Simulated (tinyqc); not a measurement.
Range and order of the fit: effective mass of the conduction band from tabulated energies.

c = hbar^2/2m0.
Constants: hbar^2/2m0 = 3.80998211 eV angstrom^2.

Energies along [110], from the band edge:
```
k (1/angstrom),E (meV)
0.000000,0.00000
0.001300,0.48320
0.002600,1.92190
0.003900,4.28450
0.005200,7.52250
0.006500,11.57460
0.007800,16.37260
0.009100,21.84550
0.010400,27.92350
```

reference mass (curvature of the model at k = 0.0001 1/angstrom) = 0.013300 m0

Least-squares fits of E = a k^2 (+ b k^4 + d k^6) over points 1 to n, and the line y = c k^2/E against E; errors of m against the reference.

Results:
```
n,E at point n (meV),one term (%),two terms (%),three terms (%),line (%),"rms residual, one term (meV)"
3,4.3,1.52,0.02,0.00,0.00,0.010
4,7.5,2.57,0.07,0.00,0.00,0.029
5,11.6,3.83,0.17,0.01,0.00,0.066
6,16.4,5.31,0.33,0.02,0.00,0.126
7,21.8,6.97,0.56,0.05,0.01,0.214
8,27.9,8.79,0.88,0.09,0.01,0.335
```

What can be read from this table?

The error of the parabola goes from +1.52 to +8.79 % as the range widens, and at n = 8 its residual, 0.34 meV, is only 1.2 % of the top energy: a small residual does not vouch for the mass. Over the full range (n = 8) the best form is the line (0.01 %); the line errs by 0.00 % at n = 3 and +0.01 % at n = 8. Without scatter, a narrower range or a second term is the cure: at n = 8 the errors are +8.79, +0.88 and +0.09 % for one, two and three terms. Three terms on three points interpolate exactly.

tinyqc: `OMP_NUM_THREADS=1 python tinyqc.py 1850701 1850702 out.jsonl`; about 0.01 s, one thread, shared Intel(R) Xeon(R) Processor @ 2.30GHz.
